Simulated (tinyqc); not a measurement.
## Trench capacitor in an array: capacitance, non-linearity, leakage and relaxation: charge lost after writing

A film between two metal electrodes, each interface adding a series capacitance ci. The small-signal permittivity is ek (1 + aq E^2); the field is found with the linear permittivity. Leakage J = J0 sinh(E/Ef). After a voltage step the film passes a relaxation current kr C V tt^(-nr), tt being the time in seconds. The sidewall is a coaxial capacitor with radii a = dm/2 - t and b = dm/2, depth AR dm; the end face is left out.

Planar film: Cf = eps0 ek/t, 1/C = 1/Cf + 2/ci, EOT = 3.9 eps0/C, effective permittivity C t/eps0, E = (V/t) C/Cf. A capacitor written for t0 and then left open loses, as a share of C V, kr (tt^(1 - nr) - t0^(1 - nr))/(1 - nr) by relaxation and J tt/(C V) by leakage; both are taken as small, and rows far outside that range are left out.

Inputs (values chosen for the exercise); permittivity of the order of that of tantalum oxide:

| symbol | value | unit | meaning |
|---|---|---|---|
| ek | 24 |  | relative permittivity of the film |
| t | 30 | nm | film thickness |
| ci | 150 | uF/cm^2 | capacitance of each electrode interface (dead layer and screening) |
| aq | 0.0066 | cm^2/MV^2 | quadratic field coefficient of the permittivity |
| V | 0.8 | V | bias |
| nr | 0.981 |  | exponent of the relaxation current |
| kr | 0.00015 |  | strength of the relaxation |
| J0 | 4.3e-10 | A/cm^2 | leakage prefactor |
| Ef | 0.39 | MV/cm | field for an e-fold rise of the leakage |
| t0 | 1e-8 | s | duration of the write pulse |

Constants: eps0 = 8.8541878128e-14 F/cm where lengths are in cm. Results are converted to the units shown.

The same in every row: leakage current (nA/cm^2) = 0.31406.

Charge lost after writing:
```
tt (s),relaxation current (nA/cm^2),loss by relaxation (%),loss by leakage (%),total loss (%)
1e-6,64765,0.050872,5.5945e-8,0.050872
1e-5,6766.1,0.078026,5.5945e-7,0.078027
0.0001,706.87,0.10639,5.5945e-6,0.10640
0.001,73.848,0.13603,5.5945e-5,0.13609
0.01,7.7150,0.16700,5.5945e-4,0.16755
0.1,0.80600,0.19934,0.0055945,0.20494
1,0.084205,0.23314,0.055945,0.28908
10,0.0087971,0.26844,0.55945,0.82789
100,9.1905e-4,0.30533,5.5945,5.8998
```

What does the table show?

The two currents are equal at tt = 0.261 s. The loss by relaxation grows from 0.0509 to 0.305 %, by 0.0272 points over the first decade and 0.0369 over the last, while the loss by leakage grows tenfold a decade. Leakage is the larger loss for tt = 10, 100 s.

Program tinyqc, `OMP_NUM_THREADS=1 python tinyqc.py 2102132 2102133 out.jsonl`; Intel Xeon 2.30GHz, shared host, one thread, about 0.01 s.
